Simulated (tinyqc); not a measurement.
Interstitial-substitutional diffusion of a fast metal impurity in a wafer (kick-out and dissociative mechanisms): one step, computed by the program tinyqc.

The metal moves as an interstitial A_i and dissolves on lattice sites either by kicking out a self-interstitial (A_i = A_s + I) or by filling a vacancy (A_i + V = A_s). With A_i at its solubility, local equilibrium and c = C_s/C_s*, self-interstitials and vacancies obey C_I/C_I* = 1/c and C_V/C_V* = c.

Question. Diffusivity against concentration. In defect-free silicon dc/dt = d/dx [(D_K/c^2 + D_F) dc/dx], c = 1 at both faces. D_K = D_I C_I*/C_s* and D_F = D_V C_V*/C_s*. The two terms are equal at c* = sqrt(D_K/D_F). Take c = 1, 0.5, 0.2, 0.1, 0.03 and 0.01.

Inputs (values chosen for the exercise, loosely like those of a heavy transition metal in silicon): temperature T = 950 C.

D_K = 4.985735e-11 cm^2/s

D_F = 1.158218e-10 cm^2/s

Give: c*; Effective diffusivity (cm^2/s).

Answer.

c* = 0.6561

Effective diffusivity (cm^2/s):

| c | kick-out term | total |
|---|---|---|
| 1.00 | 4.986e-11 | 1.657e-10 |
| 0.50 | 1.994e-10 | 3.153e-10 |
| 0.20 | 1.246e-09 | 1.362e-09 |
| 0.10 | 4.986e-09 | 5.102e-09 |
| 0.03 | 5.540e-08 | 5.551e-08 |
| 0.01 | 4.986e-07 | 4.987e-07 |
